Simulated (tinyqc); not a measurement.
# Resistance of a source-drain extension with a graded tip: two studies

y runs along the channel, the gate covers y > 0. The doping is N0 for y < y0 and N0 10^(-(y - y0)/la) beyond, uniform over the depth xj. Sheet conductance s(y) = q mu(N) max(N - Nch, 0) xj + (for y > 0) ma Cox Vo, with mu(N) = u0 + (u1 - u0)/(1 + (N/Nr)^au) and Cox = eps0 eox/tox. Current is taken as one-dimensional; depletion of the tip, spreading and the contact are left out. The metallurgical junction lies at yj, where N = Nch.

Values chosen for this exercise; mobility law close to that of electrons in silicon:

| symbol | value | unit | meaning |
|---|---|---|---|
| eox | 25.1 |  | relative permittivity of the gate insulator (close to zirconium oxide) |
| tox | 5.4 | nm | insulator thickness |
| N0 | 1.9e20 | cm^-3 | active doping of the extension far from the gate |
| la | 1.7 | nm/decade | lateral abruptness |
| y0 | 1.7 | nm | position under the gate where the fall begins (gate edge at 0) |
| xj | 15 | nm | depth of the extension |
| Nch | 3.5e18 | cm^-3 | channel doping |
| Ls | 17 | nm | spacer length |
| Vo | 0.32 | V | gate overdrive |
| ma | 200 | cm^2/(V s) | mobility of the gate-induced layer |
| u1 | 1414 | cm^2/(V s) | mobility at low doping |
| u0 | 68.5 | cm^2/(V s) | mobility at high doping |
| Nr | 9.2e16 | cm^-3 | reference doping |
| au | 0.711 |  | exponent |
| Lg | 45 | nm | gate length |

Constants: q = 1.602176634e-19 C, eps0 = 8.8541878128e-14 F/cm where lengths are in cm. Results are converted to the units shown.

Each table varies one quantity; the others keep the values above.

## Abruptness at a fixed junction position

R_spacer = integral of dy/s from -Ls to 0, R_ov from 0 to yj, R_channel = (Lg - 2 yj)/(ma Cox Vo), R_total = 2 R_spacer + 2 R_ov + R_channel. Electrical length L_eff = ma Cox dR_total/d(1/Vo); R_series = R_total - L_eff/(ma Cox Vo). y0 is moved with la so that yj stays at 4.6490 nm.

The same in every row: yj (nm) = 4.649; R_channel (ohm um) = 135.5.

Abruptness at a fixed junction position:
```
la (nm/decade)  R_spacer (ohm um)  R_ov (ohm um)  R_total (ohm um)  L_eff (nm)  R_series (ohm um)
1                           5.099          3.489             152.7       36.55              13.95
2.3                         5.099          6.346             158.4       37.59              15.72
3.6                         5.431          8.936             164.3       38.60              17.74
4.9                         7.033          10.66             170.9       39.45              21.15
6.1                         9.544          11.74             178.1       40.08              25.94
7.4                         13.18          12.59             187.1       40.63              32.82
8.7                         17.61          13.21             197.2       41.07              41.26
10                          22.70          13.70             208.3       41.43              51.05
```

What does the comparison show, and why?

As la goes from 1 to 10 nm/decade, R_total rises from 153 to 208 ohm um, R_spacer rises from 5.10 to 22.7 ohm um and R_ov rises from 3.49 to 13.7 ohm um. R_total changes on average by 6.18 ohm um for each nm/decade. L_eff exceeds the metallurgical length by 0.849 nm in the first row and 5.73 nm in the last, since the gate also controls the lightly doped tips.

## Effect of the depth of the extension

Same model as above.

The same in every row: yj (nm) = 4.649; R_channel (ohm um) = 135.5.

Results:
```
xj (nm)  R_spacer (ohm um)  R_ov (ohm um)  R_total (ohm um)  L_eff (nm)  R_series (ohm um)
4                    19.12          8.674             191.1       38.64              44.43
5.6                  13.66          7.655             178.2       38.18              33.22
11                   6.953          5.790             161.0       37.40              19.02
15                   5.099          5.028             155.8       37.11              14.91
21                   3.642          4.273             151.4       36.83              11.54
29                   2.637          3.623             148.1       36.61              9.087
40                   1.912          3.045             145.5       36.42              7.201
```

Estimate the missing row, xj = 7.7 nm.

Computed row:
```
xj (nm)  R_spacer (ohm um)  R_ov (ohm um)  R_total (ohm um)  L_eff (nm)  R_series (ohm um)
7.7                  9.933          6.742             168.9       37.79              25.42
```

With this row back in the table: As xj goes from 4 to 40, R_total falls from 191 to 145 ohm um, L_eff falls from 38.6 to 36.4 nm and R_series falls from 44.4 to 7.20 ohm um.

Program tinyqc, `OMP_NUM_THREADS=1 python tinyqc.py 2282058 2282059 out.jsonl`; Intel Xeon 2.30GHz, shared host, one thread, about 0.03 s.
